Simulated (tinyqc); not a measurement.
The decay curve: photoconductance decay in a wafer: bulk and surface recombination modes, and iron detection by pair splitting. Computed by tinyqc, a small Python program. Command: `OMP_NUM_THREADS=1 python tinyqc.py 3110333 3110334 out.jsonl pcd walk`. One thread of a shared host (Intel(R) Xeon(R) Processor @ 2.30GHz), about 0.01 s of CPU time with the checks.

Both faces of the wafer have the same S; injection is low and all coefficients are constant. x runs from -W/2 to W/2.

Inputs (values chosen for the exercise, modelled on p-type silicon): thickness W = 725 micrometre; diffusivity D = 32.2 cm^2/s; bulk lifetime tau_b without iron = 17 microsecond; surface recombination velocity S = 1200 cm/s; absorption coefficient alpha = 920 1/cm.

Method:
- Even modes cos(a x) obey b tan b = S W/(2 D) with b = a W/2, odd modes sin(a x) obey -b cot b = S W/(2 D); each decays at the rate 1/tau_b + D a^2.
- tau_eff is the decay time of the first mode. The surface time is 1/(D a^2) of that mode; shortcuts for it are W/(2 S), W^2/(pi^2 D) and their sum, whose error is sum/surface time - 1.
- Light from one face makes n(x, 0) proportional to exp(-alpha (x + W/2)). Only even modes carry the thickness average: weight c_n = [sin b/b] int n cos(a x) dx / (int cos^2(a x) dx x mean n), with int exp(-alpha (x + W/2)) cos(a x) dx = [alpha cos b (1 - E) + a sin b (1 + E)]/(alpha^2 + a^2), E = exp(-alpha W), and int cos^2 = W/2 + sin(2 b)/(2 a).
- Mean density = sum_n c_n exp(-t/tau_n) over 60 modes; the local decay time is -1/(d ln n/dt).

W^2/(pi^2 D) = 16.5394 microsecond

tau_eff = 12.3174 microsecond

Decay:
```
t / (W^2/(pi^2 D))  t (microsecond)  mean density/start  local decay time (microsecond)
0.02                          0.331             0.88829                           4.150
0.05                          0.827             0.80464                           5.803
0.10                          1.654             0.71008                           7.347
0.20                          3.308             0.58134                           9.072
0.50                          8.270             0.36019                          11.329
1.00                         16.539             0.17986                          12.210
2.00                         33.079             0.04685                          12.316
```

The local decay time goes from 4.15 to 12.3 microsecond against tau_eff = 12.3. Early on higher modes speed the decay, so a fit must start late.
